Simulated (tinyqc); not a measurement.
Inside a calculation. Model: decay of LO phonons and the hot-phonon bottleneck in the cooling of electrons. Computed by tinyqc, a small Python program that keeps every step. Command: `OMP_NUM_THREADS=1 python tinyqc.py 3004690 3004691 out.jsonl hotphonon walk`. One thread of a shared host (Intel(R) Xeon(R) Processor @ 2.30GHz), about 0.01 s of CPU time with the checks. Intermediate numbers are printed to about 6 digits and carried at full precision; extremes and crossings named in words are read from the listed rows.

n(E, T) = 1/(exp(E/(k_B T)) - 1) is the Bose occupation. Electrons have a temperature T_e; the LO modes within their reach share one occupation N; the decay products stay at the lattice temperature.

Inputs (values chosen for the exercise, modelled on gallium oxide):

| quantity | value | unit |
|---|---|---|
| LO energy hbar omega | 42.8 | meV |
| lifetime at T = 0, tau_0 | 1.9 | ps |
| weight b of the three-phonon channel | 0.11 | - |
| lattice temperature T | 150 | K |
| electron mass m* | 0.278 | m_0 |
| eps_inf | 3.69 | - |
| static dielectric constant eps_s | 10.4 | - |
| electron density n | 1.5e+19 | 1/cm^3 |
| density of LO modes that the electrons reach, N_m | 1.1e+19 | 1/cm^3 |
| power supplied per electron P | 1.5 | nW |
| step factor | 1 | - |

Decay channel: two equal phonons plus a three-phonon channel.

Constants: k_B = 8.617333262e-05 eV/K; c = 299792458 m/s; e^2/(4 pi eps_0) = 14.39964548 eV angstrom; hbar^2/(2 m_0) = 3.80998212 eV angstrom^2; hbar = 6.582119569e-16 eV s; e = 1.602176634e-19 C; k_B = 1.380649e-23 J/K.

## Lifetime and Raman width

Decay rate 1/tau = (1/tau_0) [1 + 2 n_2 + b (1 + 3 n_3 + 3 n_3^2)]/(1 + b), n_2 = n(hbar omega/2), n_3 = n(hbar omega/3). Full width Gamma = 1/(2 pi c tau) in 1/cm, c in cm/s.

thermal factor tau_0/tau = 1.64606

phonon lifetime tau = 1.15427 ps

Raman width Gamma = 4.59929 1/cm

equilibrium LO occupation N_0 = 0.0378547

Stimulated decay shortens the lifetime by 39 %.

## Spontaneous emission time

Froehlich coupling alpha = (e^2/(4 pi eps_0)) (1/eps_inf - 1/eps_s) k_0/(2 hbar omega), k_0 = sqrt(m* hbar omega/(hbar^2/(2 m_0))); emission time tau_sp = hbar/(2 alpha hbar omega); bottleneck ratio r = (n/N_m) tau/tau_sp.

alpha = 1.64370

emission time tau_sp = 4.67809 fs

bottleneck ratio r = 336.465

r compares the rate at which electrons exchange quanta with a mode to its decay rate. Exchange outruns decay, so a hot population builds up if the power is high enough. Caution: alpha is above 1/2, so hbar/tau_sp exceeds hbar omega and the emission time, a weak-coupling result, is only rough.

## Electron and phonon temperatures in closed form

Net emission per electron: [(N + 1) x - N]/tau_sp with x = exp(-hbar omega/(k_B T_e)), a simple two-level balance; steady state of the modes: n [(N + 1) x - N]/tau_sp = N_m (N - N_0)/tau; power per electron P = hbar omega [(N + 1) x - N]/tau_sp. With p = P tau_sp/(hbar omega): N = N_0 + r p and x = (p + N)/(N + 1); without hot phonons N = N_0. The mode temperature T_LO solves n(hbar omega, T_LO) = N.

reduced power p = 0.00102331

LO occupation N = 0.382161

electron temperature T_e = 387.153 K

T_e without hot phonons = 151.218 K

mode temperature T_LO = 386.347 K

Hot phonons raise T_e by 236 K. T_LO lies close to T_e: electrons and LO modes form one hot system, cooled only by the decay. Caution: the electrons are degenerate; Pauli blocking and the Fermi energy, left out here, matter.

## The same balance by iteration

Eliminating N gives P(T_e) = (hbar omega/tau_sp) [(N_0 + 1) x - N_0]/[1 + r (1 - x)]. Newton steps on ln P against ln T_e, times the step factor, each limited to 0.7 in ln T_e and to keeping a fifth of T_e - T; start at 1.5 T; stop when |ln(P/P(T_e))| < 1e-9 or after 40 steps.

Iterations:

| step | T_e (K) | P(T_e) (nW) | ln(P/P(T_e)) |
|---|---|---|---|
| 0 | 225.000 | 0.37220 | 1.39380e+00 |
| 1 | 332.293 | 1.09078 | 3.18569e-01 |
| 2 | 383.679 | 1.47356 | 1.77869e-02 |
| 3 | 387.142 | 1.49992 | 5.65654e-05 |
| 4 | 387.153 | 1.50000 | 5.72726e-10 |

converged (1 yes, 0 no) = 1

T_e from the iteration = 387.153 K

Converged at step 4.

## Energy relaxation with and without hot phonons

P(T_e) = (hbar omega/tau_sp) [(N_0 + 1) x - N_0]/[1 + r (1 - x)], and r = 0 without hot phonons; energy relaxation time tau_E = (3/2) k_B (T_e - T)/P.

Cooling:

| T_e (K) | P, cold phonons (nW) | P, hot phonons (nW) | ratio | tau_E (ps) | N |
|---|---|---|---|---|---|
| 180 | 40.8663 | 0.129261 | 316.154 | 4.80650 | 0.0675249 |
| 230 | 120.055 | 0.402005 | 298.640 | 4.12129 | 0.130130 |
| 300 | 235.057 | 0.860364 | 273.206 | 3.61064 | 0.235340 |
| 450 | 449.037 | 1.98794 | 225.881 | 3.12531 | 0.494161 |
| 650 | 653.064 | 3.61294 | 180.757 | 2.86605 | 0.867159 |
| 950 | 846.429 | 6.13392 | 137.992 | 2.70101 | 1.44582 |
| 1450 | 1024.61 | 10.3931 | 98.5850 | 2.59043 | 2.42347 |
| 2150 | 1152.03 | 16.3636 | 70.4023 | 2.53119 | 3.79391 |

Reabsorption cuts the loss by a factor 316 at the lowest T_e and 70.4 at the highest; the factor is 1 + r (1 - x) with r = 336. tau_E runs from 4.8 to 2.5 ps, with its shortest value, 2.5 ps, at T_e = 2150 K, against tau_sp = 4.7 fs and a phonon lifetime of 1.2 ps. For r (1 - x) much above 1 the loss tends to hbar omega (N_m/n)(n(hbar omega, T_e) - N_0)/tau, in which tau_sp no longer appears. In the coldest rows the electrons are degenerate, so (3/2) k_B (T_e - T) overstates their excess energy. Pauli blocking is left out, as are upper valleys and non-parabolic bands, which can matter above about 1000 K.

Checks made by the program: iteration against the closed form (relative difference 3e-10).
